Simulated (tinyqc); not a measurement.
Both approximations at x = 1/2: order-disorder in a binary alloy on two sublattices: Bragg-Williams and pair (quasi-chemical) approximations. Computed by tinyqc, a small Python program. Command: `OMP_NUM_THREADS=1 python tinyqc.py 3013321 3013322 out.jsonl order walk`. One thread of a shared host (Intel(R) Xeon(R) Processor @ 2.30GHz), about 0.01 s of CPU time with the checks.

All z = 8 neighbours of a site lie on the other sublattice. B fills the sublattices with x + eta/2 and x - eta/2; energies are per site, from the pure components: u = -z w y with y the probability of an A-B bond taken in one order.

Inputs (values chosen for the exercise, for a model alloy): ordering energy w = (e_AA + e_BB)/2 - e_AB = 43.4 meV; fraction x of B = 0.44.

Lattice: bcc (B2 order, z = 8).

Constants: k_B = 8.617333262e-05 eV/K.

Method. Bragg-Williams: k_B T_c = 2 z w x (1 - x). Pair approximation at x = 1/2: k_B T_c = w/ln(z/(z - 2)). At x = 1/2 the alloy is an Ising model with K = w/(2 k_B T). Bragg-Williams: eta = tanh(z K eta), neighbour correlation -eta^2. Pair: h = (z - 1) artanh(tanh K tanh h), eta = tanh(z h/(z - 1)), correlation -(tanh K + tanh^2 h)/(1 + tanh K tanh^2 h). T is given in units of the Bragg-Williams T_c at x = 1/2, z w/(2 k_B).

T_c, pair approximation at x = 1/2 = 1750.67 K

Order and neighbour correlation:
```
T/T_c   T (K)  eta, Bragg-Williams  correlation, Bragg-Williams  eta, pair  correlation, pair
0.30    604.4              0.99741                     -0.99483    0.99734           -0.99472
0.45    906.5              0.97398                     -0.94863    0.97096           -0.94434
0.55   1108.0              0.93553                     -0.87521    0.92253           -0.85847
0.65   1309.5              0.87207                     -0.76050    0.83171           -0.71522
0.75   1510.9              0.77552                     -0.60143    0.66642           -0.50270
0.85   1712.4              0.62950                     -0.39627    0.28927           -0.20895
0.95   1913.8              0.37949                     -0.14401    0.00000           -0.13082
1.10   2216.0              0.00000                      0.00000    0.00000           -0.11315
1.50   3021.8              0.00000                      0.00000    0.00000           -0.08314
```

What does the comparison show, and why?

The pair approximation loses long-range order between T/T_c = 0.85 and 0.95, at 1751 K, and keeps a correlation of -0.083 in the last row. At its own T_c the correlation is -1/(z - 1) = -0.143, so the fewer the neighbours, the more of the ordering energy is released above T_c.
